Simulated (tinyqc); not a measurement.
# Worked calculation: minority carriers and saturation current of a heavily doped emitter

tinyqc, about 0.01 s, one thread, Intel Xeon 2.30GHz (shared host): `OMP_NUM_THREADS=1 python tinyqc.py 2330021 2330022 out.jsonl` Printed values are rounded.

n-type, parabolic bands, full ionisation. eta = (EF - Ec)/kB T solves N = Nc F12(eta), F12(x) = (2/sqrt(pi)) int_0^infinity sqrt(u)/(1 + exp(u - x)) du. The gap shrinks rigidly by dEg = E1 [ln(N/N0) + sqrt(ln^2(N/N0) + 0.5)], an empirical law that is here taken as the true narrowing.

Values chosen for this exercise; band and dielectric values close to those of silicon:
- T = 300 K (temperature)
- Eg = 1.14 eV (band gap)
- Nc = 2.85e19 cm^-3 (conduction-band density of states at 300 K)
- Nv = 2.68e19 cm^-3 (valence-band density of states at 300 K)
- N = 3.1e19 cm^-3 (ionised donor density)
- E1 = 8.8 meV (energy of the narrowing law)
- N0 = 1.2e17 cm^-3 (density of the narrowing law)
- mup = 140 cm^2/(V s) (minority-hole mobility)
- Cn = 1.6e-31 cm^6/s (Auger coefficient)
- ts = 0.77 us (defect lifetime)
- W = 66 nm (emitter width)
- S = 59000 cm/s (recombination velocity at the contact)

Constants: q = 1.602176634e-19 C, kB = 1.380649e-23 J/K, Vt = kB T/q. Results are converted to the units shown.

Range of the model: Band tails, non-parabolic bands and incomplete ionisation are left out.

## Iteration 1: Fermi level

eta at the start (Boltzmann value) = 0.0841

Newton step on ln F12(eta) = ln(N/Nc): eta(new) = eta - ln(Nc F12/N) F12/Fm, Fm(x) = dF12/dx = (1/sqrt(pi)) int_0^infinity u^(-1/2)/(1 + exp(u - x)) du.

F12 = 0.8173748
Fm = 0.6372763
eta after iteration 1 = 0.4505929

## Course of the iteration

Stop when eta changes by less than 1e-9.

Course of the iteration:
```
iteration,eta,change
1,0.4505929,0.366
2,0.4629636,0.0124
3,0.4629783,1.47e-5
4,0.4629783,2.08e-11
```

Converged in 4 iterations.

## Effective intrinsic density

converged eta = 0.4629783

ni = sqrt(Nc Nv) exp(-Eg/(2 Vt)), Eg in volts; degeneracy factor g = F12(eta) exp(-eta); nie^2 = ni^2 exp(dEg/kB T) g, p0 = nie^2/N; apparent narrowing dEg + kB T ln g.

ni = 7.343638e9 cm^-3
dEg = 98.14931 meV
g = 0.6846174
apparent narrowing = 88.35412 meV
nie = 4.055582e10 cm^-3
p0 = 53.05724 cm^-3

Narrowing multiplies p0 by 44.5 and degeneracy by 0.685.

## Saturation current

1/tau = Cn N^2 + 1/ts, D = mup Vt, L = sqrt(D tau); J0 = (q p0 D/L)(s + tanh(W/L))/(1 + s tanh(W/L)), s = S L/D; the share recombining inside is 1 - 1/[cosh(W/L)(1 + tanh(W/L)/s)].

tau = 6.449170 ns
L = 1527.788 nm
s = 2.490536
J0 = 460.6998 fA/cm^2
share recombining inside = 1.795589 %

The emitter is transparent: most holes reach the contact.
